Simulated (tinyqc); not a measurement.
Worked calculation: Pariser-Parr-Pople SCF with singles CI, for the molecule C=CC1=CC(=C)C=CC=C1 (SMILES; centres numbered as the heavy atoms are written). One step of it, computed by the program tinyqc.

Problem. Singles CI, singlets. Over the 4 single excitations with the smallest orbital gaps: A = (e_a - e_i) delta + 2 (ia|jb) - (ij|ab), with (pq|rs) = sum c_mp c_mq gamma_mn c_nr c_ns. f = 2/3 w |mu|^2 in atomic units, mu = sqrt2 sum c_ia sum_m c_mi c_ma R_m.

orbital energies (eV): -13.218590  -11.356231  -10.729087  -9.090991  -6.758134  0.372465  0.960525  2.962306  5.028351  5.588804

coefficients:
```
          MO1        MO2        MO3        MO4        MO5        MO6        MO7        MO8
1C   0.139671   0.340929  -0.071723   0.555714   0.218396   0.322908  -0.314919  -0.504674
2C   0.260114   0.457224  -0.088512   0.459243   0.078733  -0.169775   0.206931   0.545581
3C   0.457350   0.388826  -0.047862  -0.248439  -0.276905  -0.333760   0.254154  -0.141866
4C   0.380792   0.089352  -0.313624  -0.303493  -0.367545   0.552214  -0.016204  -0.074643
5C   0.356902  -0.323330  -0.463120  -0.047669   0.236081   0.085770  -0.278063   0.295555
6C   0.170553  -0.215334  -0.343449  -0.058784   0.591730  -0.173541   0.456961  -0.292812
7C   0.298930  -0.432948  -0.028653   0.325427  -0.309786  -0.379012  -0.370049   0.034056
8C   0.295100  -0.379776   0.319497   0.327393  -0.246789   0.096934   0.449379  -0.270415
9C   0.313589  -0.113119   0.536122  -0.063226   0.302531   0.415920   0.074425   0.358647
10C  0.356949   0.141999   0.404485  -0.321922   0.282954  -0.295062  -0.403235  -0.214348

           MO9       MO10
1C   -0.133718   0.163031
2C    0.212365  -0.289738
3C   -0.285549   0.470428
4C    0.026937  -0.458210
5C    0.311287   0.476093
6C   -0.209183  -0.290791
7C   -0.415521  -0.257103
8C    0.450569   0.105080
9C   -0.437596   0.085272
10C   0.383327  -0.250149
```

repulsion gamma_rs (eV):
```
            1C         2C         3C         4C         5C         6C         7C         8C
1C   11.940000   7.793210   5.318634   3.730803   2.835616   2.339407   2.553529   2.701427
2C    7.793210  11.940000   7.794013   5.414898   3.681746   2.960979   3.077497   3.076984
3C    5.318634   7.794013  11.940000   7.792780   5.149750   3.681068   4.274122   4.273462
4C    3.730803   5.414898   7.792780  11.940000   7.792291   5.413207   5.149759   4.273572
5C    2.835616   3.681746   5.149750   7.792291  11.940000   7.791935   7.793635   5.149788
6C    2.339407   2.960979   3.681068   5.413207   7.791935  11.940000   5.413499   3.681057
7C    2.553529   3.077497   4.274122   5.149759   7.793635   5.413499  11.940000   7.792721
8C    2.701427   3.076984   4.273462   4.273572   5.149788   3.681057   7.792721  11.940000
9C    3.378545   3.681273   5.150086   4.274583   4.274991   3.077468   5.150710   7.792899
10C   4.858676   5.413978   7.794342   5.150620   4.274741   3.077375   4.274418   5.148916

            9C        10C
1C    3.378545   4.858676
2C    3.681273   5.413978
3C    5.150086   7.794342
4C    4.274583   5.150620
5C    4.274991   4.274741
6C    3.077468   3.077375
7C    5.150710   4.274418
8C    7.792899   5.148916
9C   11.940000   7.791935
10C   7.791935  11.940000
```

Centres (angstrom, eV; a flat drawing with bonds scaled to 1.40 angstrom):
```
centre          x          y  core charge z         W   gamma_rr
1C      -3.392000  -0.259000              1  9.510000  11.940000
2C      -2.200000  -0.993000              1  9.510000  11.940000
3C      -0.969000  -0.327000              1  9.510000  11.940000
4C       0.165000  -1.148000              1  9.510000  11.940000
5C       1.514000  -0.773000              1  9.510000  11.940000
6C       2.437000  -1.826000              1  9.510000  11.940000
7C       2.062000   0.515000              1  9.510000  11.940000
8C       1.397000   1.747000              1  9.510000  11.940000
9C       0.019000   1.994000              1  9.510000  11.940000
10C     -1.034000   1.071000              1  9.510000  11.940000
```

Give: singlet CI matrix; singlet excitation energies; oscillator strengths.

Solution.

singlet CI matrix (eV):
```
         5>6      5>7      4>6      5>8
5>6   2.6536  -0.6069   0.3151  -0.1135
5>7  -0.6069   4.0806  -0.2967   0.0430
4>6   0.3151  -0.2967   5.2712   0.0880
5>8  -0.1135   0.0430   0.0880   5.8362
```

singlet excitation energies (eV): 2.4140  4.1642  5.4123  5.8511

oscillator strengths: 0.0500  0.7177  1.3903  0.2288
